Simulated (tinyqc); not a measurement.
Shape of the cross-section: round or elliptic silicon nanowire with anisotropic valleys (Ritz method).

Wire along x = [100] on a (001) wafer, y = [010], z = [001]. Valley groups, two valleys each (w = inverse masses): A, axis along z: w_y = 1/mt, w_z = 1/ml, m_x = mt; B, axis along y: w_y = 1/ml, w_z = 1/mt, m_x = mt; C, axis along x: w_y = w_z = 1/mt, m_x = ml.

Constants: hbar^2/2m0 = 3.80998211 eV angstrom^2.

Inputs chosen for the exercise (near those of a Si nanowire; not measured data): ml = 0.906 m0 (longitudinal mass); mt = 0.188 m0 (transverse mass); area = 11.3 nm^2 (cross-section, kept fixed); hw = 3 (height over mean width).

Equal area, hard walls, lowest level of -c (w_y d2/dy2 + w_z d2/dz2), c = hbar^2/2m0. Rectangle W x H with H/W = hw; ellipse with b/a = hw; trapezoid of height H, base W/0.8 and top 0.6 of the base; isosceles triangle of height H and base 2W. Ellipse, trapezoid and triangle by converged Ritz bases; 1 nm^2 = 100 angstrom^2.

Cases:

| shape |
|---|
| rectangle |
| ellipse |
| trapezoid |
| triangle |

Rank the cases by A (eV), lowest first.

Answer: triangle, trapezoid, ellipse, rectangle.

Levels:

| shape | A (eV) | B (eV) | B - A (meV) |
|---|---|---|---|
| rectangle | 0.5433 | 0.1692 | -374.1 |
| ellipse | 0.4608 | 0.1553 | -305.4 |
| trapezoid | 0.4595 | 0.1710 | -288.4 |
| triangle | 0.2764 | 0.1890 | -87.5 |

W = 19.4 angstrom
H = 58.2 angstrom

For group A the order is triangle, trapezoid, ellipse, rectangle, spanning 97 %. For group B the order is ellipse, rectangle, trapezoid, triangle, spanning 22 %. The ellipse lies below the rectangle for both groups, since corners hold little of the wave function. The triangle is lowest for A, whose light mass lies across the width and gains from the wide base. The spacing B - A of the valley groups runs from -374 to -87 meV.

Computed by tinyqc, a small Python program: `OMP_NUM_THREADS=1 python tinyqc.py 1282759 1282760 out.jsonl` (the numbers bound the seed that draws the inputs); one thread of a shared host (Intel(R) Xeon(R) Processor @ 2.30GHz), about 0.02 s for the whole set of steps.
